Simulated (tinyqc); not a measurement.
Changing the incident fluence: millisecond and nanosecond annealing: surface heating, thermal budget and solid-phase regrowth. Computed by tinyqc, a small Python program. Command: `OMP_NUM_THREADS=1 python tinyqc.py 3001215 3001216 out.jsonl flash sweep`. One thread of a shared host (Intel(R) Xeon(R) Processor @ 2.30GHz), about 0.02 s of CPU time with the checks.

A square pulse heats the surface of a thick wafer with constant thermal properties; losses by radiation are neglected and silicon melts at 1414 C.

Inputs (values chosen for the exercise, modelled on hot silicon with phosphorus):
```
quantity                      value        unit
pulse length t_p            1.7e-07           s
reflectance R                  0.37           -
thermal conductivity k         0.24    W/(cm K)
heat capacity per volume c     2.13  J/(cm^3 K)
preheat temperature T0           25           C
dopant prefactor D0            4.79      cm^2/s
dopant activation energy E      3.7          eV
regrowth prefactor v0       5.5e+08        cm/s
regrowth energy E_v            2.68          eV
```

Source: pulsed laser.

Constants: k_B = 8.617333262e-05 eV/K.

Method:
- Absorbed flux q = (1 - R) fluence/t_p; kappa = k/c. With f(z, t) = (2 q/k) sqrt(kappa t) ierfc(z/(2 sqrt(kappa t))), ierfc(x) = exp(-x^2)/sqrt(pi) - x erfc(x): T = T0 + f(z, t) during the pulse and T0 + f(z, t) - f(z, t - t_p) after it.
- At the surface the rise at the end of the pulse is 2 q sqrt(t_p/(pi k c)); the fluence that just melts the surface scales with (1414 - T0).
- Temperatures in kelvin are T(C) + 273.15.
- Integrate exp(-E/(k_B T(t))) at the surface from 0 to 10 t_p (Gauss-Legendre, 60 points in sqrt(t) up to t_p and 60 in sqrt(t - t_p) after it). (Dt) = D0 x integral with E; regrowth = v0 x integral with E_v; effective time = integral/exp(-E/(k_B T_peak)).

One run for each value; columns: (1) incident fluence (J/cm^2); (2) peak temperature (C); (3) diffusion length 2 sqrt(Dt) (nm); (4) possible regrowth (nm); (5) effective time over t_p:
```
(1)       (2)         (3)         (4)       (5)
0.326   811.1  1.1730e-05  2.9611e-05  0.066611
0.362   897.9  5.2084e-05  2.5965e-04  0.069743
0.397   982.3  1.8256e-04  1.6154e-03  0.072856
0.432  1066.7  5.4752e-04  8.0166e-03  0.076016
0.468  1153.6  1.4825e-03  3.4304e-02  0.079300
0.503  1238.0  3.5045e-03  1.2050e-01  0.082514
0.539  1324.8  7.7340e-03  3.8315e-01  0.085834
0.574  1409.2  1.5459e-02  1.0548e+00  0.089071
```

Over the rows, peak temperature (C) rises from 811 to 1410 (exponent d ln y / d ln x about 0.98 throughout); diffusion length 2 sqrt(Dt) (nm) rises from 1.17e-5 to 0.0155 (exponent d ln y / d ln x 14 between the first rows and 11 between the last); possible regrowth (nm) rises from 2.96e-5 to 1.05 (exponent d ln y / d ln x 21 between the first rows and 16 between the last). Regrowth rises by a factor 35600 and (Dt) by 1.74e6: the process with the higher activation energy gains more from a hotter peak. Left out: 0.609 (the surface melts).

Caution (all rows): cold silicon conducts heat several times better than the constant k used here, so the real melting fluence is higher. Caution (all rows): equilibrium diffusivities are used; implant damage enhances diffusion, and k and c vary with temperature. Caution (all rows): a diffusion length below the atomic spacing of 0.235 nm means about one jump per atom or fewer, so the profile does not change measurably. Caution (rows 0.468, 0.503, 0.539, 0.574): the peak lies above 1150 C, and amorphous silicon melts some 200 to 250 K below the crystal, so a layer that has not regrown before the peak may melt instead.

Extremes, crossings and ranges named in words are read from the listed rows.
